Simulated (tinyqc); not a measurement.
Floating body of a partially depleted SOI transistor: body voltage and kink: one step of the calculation.

Source at 0 V. Channel current Ic = 2 nf K Vt^2 [F(0) - F(Vd)](1 + la Vd), F(V) = ln^2(1 + exp((Vg - VT - nf V)/(2 nf Vt))), VT = VT0 - gb Vb. Saturation voltage Vs = 2 Vt sqrt(F(0)) + 3 Vt, excess Ve = (Vd - Vs + sqrt((Vd - Vs)^2 + 0.0004 V^2))/2, multiplication M1 = Ai Ve exp(-Bl/Ve). Each junction passes D(v) = J1 (exp(v/Vt) - 1) + J2 (exp(v/(2 Vt)) - 1). Bipolar current Ib = bb J1 (exp(Vb/Vt) - 1). The body settles where M1 (Ic + Ib) = D(Vb) + D(Vb - Vd) + Vb/Rb; drain current Id = (1 + M1)(Ic + Ib) - D(Vb - Vd).

Problem. New Vb. Current into the body I_in = M1 (Ic + Ib) - D(Vb - Vd), current out I_out = D(Vb) + Vb/Rb; f = ln(I_in/I_out), s = df/dVb by central differences over 1e-5 V, Vb(new) = Vb - f/s.

Values chosen for this exercise; values of the order met in partially depleted silicon-on-insulator transistors:
- T = 358 K (temperature)
- VT0 = 0.54 V (threshold at zero body voltage)
- gb = 0.28 (fall of the threshold per volt of body voltage)
- nf = 1.29 (slope factor)
- K = 580 uA/(V^2 um) (gain factor per width)
- la = 0.07 1/V (channel-length modulation factor)
- Ai = 3.11 1/V (impact-ionisation prefactor)
- Bl = 5.8 V (impact-ionisation voltage)
- J1 = 1.4e-10 uA/um (diffusion saturation current of each junction)
- J2 = 9.3e-9 uA/um (recombination saturation current of each junction)
- bb = 0 (gain of the lateral bipolar transistor on the diffusion current)
- Rb = 5e5 kohm um (resistance of a weak body tie to the source (1e9 stands for no tie, and the term is then dropped))
- Vg = 0.77 V (gate voltage)
- Vd = 2.4 V (drain voltage)

Constants: q = 1.602176634e-19 C, kB = 1.380649e-23 J/K, Vt = kB T/q. Results are converted to the units shown.

Vb at the start = 0.85 V

Find: Ic; Ve; M1; I_in; I_out; f; s; Vb after iteration 1.

Solution.

Ic = 57.565 uA/um
Ve = 1.9445 V
M1 = 0.30634
I_in = 17.634 uA/um
I_out = 129.45 uA/um
f = -1.9935
s = -31.664 1/V
Vb after iteration 1 = 0.78704 V

Range of the model: The multiplication law is an empirical form chosen for the exercise; self-heating and capacitive coupling to the body are left out, and the linear laws are rough once Vb passes about 0.7 V or M1 about 0.1.

Numbers from tinyqc (`OMP_NUM_THREADS=1 python tinyqc.py 2182268 2182269 out.jsonl`; about 0.2 s on one thread of a shared Intel Xeon 2.30GHz).
